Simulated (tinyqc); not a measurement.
Smearing for a one-band metal on the fcc lattice: sweeps and comparisons. A value that a table varies takes the place of the one given here.

Lattice vectors (units of a): a1 = (0, 1/2, 1/2), a2 = (1/2, 0, 1/2), a3 = (1/2, 1/2, 0). E(k) = -t A_1(k) - t2 A_2(k), A_m the sum of cos(k . R) over the 12 nearest and 6 second lattice vectors. Mesh k = sum (j_i/N) b_i, j_i = 0 .. N-1.

With x = (E_k - mu)/sigma: Fermi-Dirac f = 1/(1 + exp(x)), s = -f ln f - (1 - f) ln(1 - f); Gaussian f = erfc(x)/2, s = exp(-x^2)/(2 sqrt(pi)); Methfessel-Paxton (first order) f = erfc(x)/2 - x exp(-x^2)/(2 sqrt(pi)), s = (1 - 2 x^2) exp(-x^2)/(4 sqrt(pi)); cold (Marzari-Vanderbilt) with y = x + 1/sqrt(2), f = erfc(y)/2 + exp(-y^2)/sqrt(2 pi), s = y exp(-y^2)/sqrt(2 pi). With weights w = points/N^d (d the dimension), mu solves 2 sum w f = ne; E = 2 sum w f E_k, S = 2 sum w s, F = E - sigma S.

With x = (E_k - mu)/sigma: Gaussian f = erfc(x)/2, s = exp(-x^2)/(2 sqrt(pi)); Methfessel-Paxton (first order) f = erfc(x)/2 - x exp(-x^2)/(2 sqrt(pi)), s = (1 - 2 x^2) exp(-x^2)/(4 sqrt(pi)). With weights w = points/N^d (d the dimension), mu solves 2 sum w f = ne; E = 2 sum w f E_k, S = 2 sum w s, F = E - sigma S.

With x = (E_k - mu)/sigma: Gaussian f = erfc(x)/2, s = exp(-x^2)/(2 sqrt(pi)). With weights w = points/N^d (d the dimension), mu solves 2 sum w f = ne; E = 2 sum w f E_k, S = 2 sum w s, F = E - sigma S.

Parameters, chosen for this exercise: t = 0.78 eV (nearest hopping); t2 = -0.02 eV (second hopping); ne = 1.09 (electrons per cell); N = 6 (unshifted mesh); sigma = 0.39 eV (width).

## Error of each scheme against the width

All on the dense mesh N = 40. The reference is F of first-order Methfessel-Paxton smearing with sigma = 0.05 t on the mesh N = 40; it moves by 0.07 meV on the mesh N = 50; in three dimensions such meshes can agree by chance and the reference may be off by about 1 meV, so smaller errors are not resolved.

Errors (meV per cell):
```
sigma (eV)     FD F  FD (E+F)/2  Gauss F  Gauss (E+F)/2  MP F  cold F
0.078         -3.25        0.08    -0.45           0.02  0.02    0.03
0.117         -7.42        0.09    -1.06           0.06  0.06    0.07
0.156        -13.25        0.09    -1.94           0.08  0.08    0.08
0.234        -29.94        0.08    -4.47           0.08  0.08    0.04
0.312        -53.24       -0.13    -8.02           0.08  0.09   -0.02
0.468       -118.73       -2.76   -18.16           0.10  0.10   -0.26
0.624       -206.56      -11.17   -32.36           0.12  0.14   -0.87
```

reference = -1.98324 eV

What can be read from the table?

Doubling sigma from 0.156 to 0.312 eV multiplies the error of F by 4.0 (Fermi-Dirac) and 4.1 (Gaussian); a pure sigma^2 term would give 4. At the smallest width Fermi-Dirac errs 7.2 times as much as Gaussian, against 2 pi^2/3 = 6.6 for the ratio of the sigma^2 terms at equal sigma. At the largest width the sizes of the errors rank Gauss (E+F)/2 0.1, MP F 0.1, cold F 0.9, FD (E+F)/2 11.2, Gauss F 32.4, FD F 206.6 meV; below about 1 meV this order, and the ratios at the smallest width, carry the noise of the mesh.

## Mesh against width

Gaussian smearing, (E + F)/2. The reference is F of first-order Methfessel-Paxton smearing with sigma = 0.05 t on the mesh N = 40; it moves by 0.07 meV on the mesh N = 50; in three dimensions such meshes can agree by chance and the reference may be off by about 1 meV, so smaller errors are not resolved.

Errors (meV per cell):
```
N   sigma = 0.05 t  sigma = 0.15 t  sigma = 0.4 t
4           103.60           98.54          85.87
6            58.74           56.16          44.84
8           -19.22          -19.66         -20.67
12           -3.36           -3.48          -4.74
16            2.19            1.87           0.59
24           -0.31           -0.16           0.16
```

reference = -1.98324 eV

What can be read from the table?

First N from which the value stays within 2 meV of its last entry (which need not be the best one): none before the last for sigma = 0.05 t, none before the last for sigma = 0.15 t, 16 for sigma = 0.4 t. At the last mesh the errors are -0.31, -0.16 and +0.16 meV. The widest smearing converges sooner with the mesh than the narrowest; a level at which its last entries rest, if any, is its bias. The smallest error belongs to 0.05 t on 2, 0.15 t on 1, 0.4 t on 3 of the 6 meshes.

## What moves the results of Gaussian smearing

All sums formed anew. Each row changes one parameter from the base and keeps the others.

Results:
```
case             mu (eV)   E (eV)       S   F (eV)
base              0.7615  -1.9184  0.1260  -1.9675
N = 12            0.9508  -1.9768  0.0549  -1.9982
sigma = 0.78 eV   0.8236  -1.9018  0.1531  -2.0213
ne = 1.19         0.9286  -1.8437  0.1015  -1.8833
t2 = 0.058 eV     0.8814  -1.8560  0.1231  -1.9040
t = 0.858 eV      0.8388  -2.1088  0.1252  -2.1577
```

How do the results move?

The largest shifts from the base row, up to three for each result and ties (the steps differ in size, so this ranks the rows, not the parameters). mu (eV): N +0.1893, ne +0.1672, t2 +0.1199. E (eV): t -0.1904, ne +0.0747, t2 +0.0624. S: N -0.0710, sigma +0.0271, ne -0.0244. F (eV): t -0.1901, ne +0.0842, t2 +0.0635.

Computed by tinyqc, a small Python program: `OMP_NUM_THREADS=1 python tinyqc.py 1651252 1651253 out.jsonl` (the numbers bound the seed that draws the inputs); one thread of a shared host (Intel(R) Xeon(R) Processor @ 2.30GHz), about 0.3 s for the whole set of steps.
